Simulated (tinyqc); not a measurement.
# Pillar capacitor in an array: capacitance, non-linearity, leakage and relaxation, step by step

tinyqc, about 0.01 s, one thread, Intel Xeon 2.30GHz (shared host): `OMP_NUM_THREADS=1 python tinyqc.py 2102104 2102105 out.jsonl` Printed values are rounded.

A film between two metal electrodes, each interface adding a series capacitance ci. The small-signal permittivity is ek (1 + aq E^2); the field is found with the linear permittivity. Leakage J = J0 sinh(E/Ef). After a voltage step the film passes a relaxation current kr C V tt^(-nr), tt being the time in seconds. The sidewall is a coaxial capacitor with radii a = dm/2 and b = dm/2 + t, depth AR dm; the end face is left out.

Parameters, values chosen for the exercise; permittivity of the order of that of zirconium oxide:
- ek = 37.7 (relative permittivity of the film)
- t = 17 nm (film thickness)
- ci = 1000 uF/cm^2 (capacitance of each electrode interface (dead layer and screening))
- aq = 0.013 cm^2/MV^2 (quadratic field coefficient of the permittivity)
- V = 2.2 V (bias)
- J0 = 1.4e-10 A/cm^2 (leakage prefactor)
- Ef = 0.23 MV/cm (field for an e-fold rise of the leakage)
- dm = 120 nm (diameter of the pillar)
- AR = 50 (aspect ratio, depth over diameter)
- pt = 260 nm (pitch of the square array)
- rho = 650 uohm cm (resistivity of the inner electrode)

Constants: eps0 = 8.8541878128e-14 F/cm where lengths are in cm. Results are converted to the units shown.

## Planar capacitance, field and non-linearity

Planar film: Cf = eps0 ek/t, 1/C = 1/Cf + 2/ci, EOT = 3.9 eps0/C, effective permittivity C t/eps0, E = (V/t) C/Cf; quadratic coefficient [C(V)/C - 1]/V^2 with Cf (1 + aq E^2) in C(V).

Cf = 1.963546 uF/cm^2
C = 1.955865 uF/cm^2
EOT = 1.765527 nm
effective permittivity = 37.55253
E = 1.289055 MV/cm
quadratic coefficient = 4445.312 ppm/V^2
J = 1.901665e-8 A/cm^2

The interfaces take 0.391 % of the voltage.

## Cell capacitance, fields and time constant

Per length 1/c = ln(b/a)/(2 pi eps0 ek) + (1/a + 1/b)/(2 pi ci); cell capacitance c AR dm; per footprint over pt^2; fields c V/(2 pi eps0 ek r) at r = a and b; resistance of the inner electrode rho AR dm/(pi a^2); time constant R C/3 of the distributed line.

a = 60 nm
b = 77 nm
cell capacitance = 50.24570 fF
capacitance per footprint = 74.32796 uF/cm^2
field at a = 1.464027 MV/cm
field at b = 1.140800 MV/cm
R = 3.448357 kohm
R C/3 = 57.75504 ps

The array gives 38.0 times the planar capacitance per footprint; curvature makes the field at the inner electrode 1.14 times the planar value.
